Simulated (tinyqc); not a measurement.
sp3s* tight binding: one step. Levels at this k. The numbers come from values chosen for the exercise (near a published set for InP, fitted to gaps, whose masses and valley positions are rough).

H(k) (eV):
```
             sa         xa          ya          za         s*a          sc         xc         yc         zc
sa    -8.406000          0           0           0           0   -5.326944  0.413925i          0          0
xa            0   0.877000           0           0           0  -1.033033i   1.867328          0          0
ya            0          0    0.877000           0           0           0          0   1.867328  0.784378i
za            0          0           0    0.877000           0           0          0  0.784378i   1.867328
s*a           0          0           0           0    8.383000           0  0.644217i          0          0
sc    -5.326944  1.033033i           0           0           0   -1.497000          0          0          0
xc   -0.413925i   1.867328           0           0  -0.644217i           0   4.097000          0          0
yc            0          0    1.867328  -0.784378i           0           0          0   4.097000          0
zc            0          0  -0.784378i    1.867328           0           0          0          0   4.097000
s*c           0  0.828038i           0           0           0           0          0          0          0

            s*c
sa            0
xa   -0.828038i
ya            0
za            0
s*a           0
sc            0
xc            0
yc            0
zc            0
s*c    6.987000
```

Task: Diagonalise H, which belongs to k = (0.12, 0, 0) (2 pi/a). Four bands are filled (two electrons each); give the make-up of band 5, the lowest empty one.

Give: levels; weights of band 5; weight of band 5 on atom a.

Result:

levels (eV): -11.3261  -0.4919  -0.1003  -0.1003  1.8169  4.8302  5.0743  5.0743  7.1223  8.4896

weights of band 5: s 0.810, p 0.186, s* 0.004

weight of band 5 on atom a = 0.313

The vertical gap at this k is 1.9173 eV; band 5 is mostly s-like.

Program tinyqc; command `OMP_NUM_THREADS=1 python tinyqc.py 1482307 1482308 out.jsonl`; about 0.1 s on one thread of a shared Intel(R) Xeon(R) Processor @ 2.30GHz.
